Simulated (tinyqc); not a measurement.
Raising U: Hubbard ring of 6 sites, mean field against exact. Computed by the program tinyqc. Collinear unrestricted mean field (the lowest of 40 random starts) against exact diagonalisation.

one-body matrix (hopping and site energies) (eV):
```
         1        2        3        4        5        6
1  -0.5300  -1.2900   0.0000   0.0000   0.0000  -1.2900
2  -1.2900   0.5600  -1.2900   0.0000   0.0000   0.0000
3   0.0000  -1.2900   0.3900  -1.2900   0.0000   0.0000
4   0.0000   0.0000  -1.2900   0.5300  -1.2900   0.0000
5   0.0000   0.0000   0.0000  -1.2900   0.2300  -1.2900
6  -1.2900   0.0000   0.0000   0.0000  -1.2900   0.2900
```

electrons, up and down: 3  3

Exact and mean-field results (eV):
```
U          U/t   E exact  E mean field  mean |n_up - n_down|  double occupancy, exact  first gap in the sector
0.650    0.504  -8.04771      -8.01634                 0.000                    0.238                    2.304
1.290    1.000  -7.16583      -7.04084                 0.000                    0.221                    2.159
2.580    2.000  -5.59496      -5.08345                 0.000                    0.185                    1.723
3.870    3.000  -4.30815      -3.30090                 0.536                    0.148                    1.324
5.160    4.000  -3.30085      -2.22006                 0.752                    0.113                    1.008
7.740    6.000  -1.96229      -1.05375                 0.890                    0.065                    0.630
10.320   8.000  -1.17943      -0.44098                 0.938                    0.039                    0.451
15.480  12.000  -0.33817       0.18715                 0.972                    0.019                    0.293
25.800  20.000   0.36973       0.69755                 0.990                    0.007                    0.176
```

What does the comparison show, and why?

In absolute terms mean field is worst at U/t = 4.0, 1.081 eV too high: at small U it is nearly exact, and at large U it misses only exchange-scale energies. Its local moments set in at U/t = 3.0 of those listed, a broken symmetry that the exact state of a finite cluster with equal spins does not have. Relative to the exact energy its error is 0.4 % at the smallest U, 155 % at most and 89 % at the largest. The double occupancy falls from 0.238 to 0.007.
